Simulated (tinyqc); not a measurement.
Plane-wave Kohn-Sham cycle with exchange-only LDA in a layered model solid, step by step. Computed by tinyqc, a small Python program that keeps every step. Settings: points = 16, plane-wave index or count = 2, electrons = 2, k points = 4, area = 40.0, mixing = 0.1, iteration cap = 60. Command: `OMP_NUM_THREADS=1 python tinyqc.py 30018 30019 out.jsonl` (the two numbers bound the seeds that draw the settings). One thread of a shared host (Intel(R) Xeon(R) Processor @ 2.60GHz), about 0.04 s of CPU time with the checks.

A solid whose potential varies along x alone (atomic units):
```
parameter                      value
period a                   11.300000
cross-section of the cell  40.000000
electrons per cell                 2
grid points                       16
plane waves -n..n, n               2
k points                           4
V1 in V1 cos(2 pi x/a)     -0.790000
```

Stop when sqrt(dV sum R^2) is below 1e-8, dV = a A/N.

Course of the cycle:
```
iteration  E (hartree)  norm of the residual
1          -1.33595971              1.27e-01
2          -1.30380507              1.14e-01
3          -1.27702496              1.02e-01
4          -1.25507954              9.13e-02
5          -1.23726716              8.18e-02
6          -1.22290234              7.32e-02
7          -1.21137327              6.56e-02
8          -1.20215578              5.87e-02
9          -1.19481071              5.25e-02
10         -1.18897517              4.70e-02
11         -1.18435196              4.21e-02
...                ...                   ...
50         -1.16805194              5.63e-04
51         -1.16805393              5.05e-04
52         -1.16805566              4.53e-04
53         -1.16805716              4.06e-04
54         -1.16805846              3.65e-04
55         -1.16805958              3.27e-04
56         -1.16806055              2.93e-04
57         -1.16806137              2.63e-04
58         -1.16806208              2.36e-04
59         -1.16806268              2.12e-04
60         -1.16806319              1.90e-04
```

Can the last value be used, and what does the course show?

Not by the stop rule, although the second column moves by less than 1e-05 over the last three steps. Not converged within 60 iterations: the residual falls steadily but slowly, by a factor of about 0.90 a step. Reruns (cap 100 unless said): mixing 0.5, Kerker q0 1.0: not converged; mixing 0.3, Pulay depth 5: converged in 8 (E = -1.16807); the original settings with a cap of 400: converged in 154 (E = -1.16807).
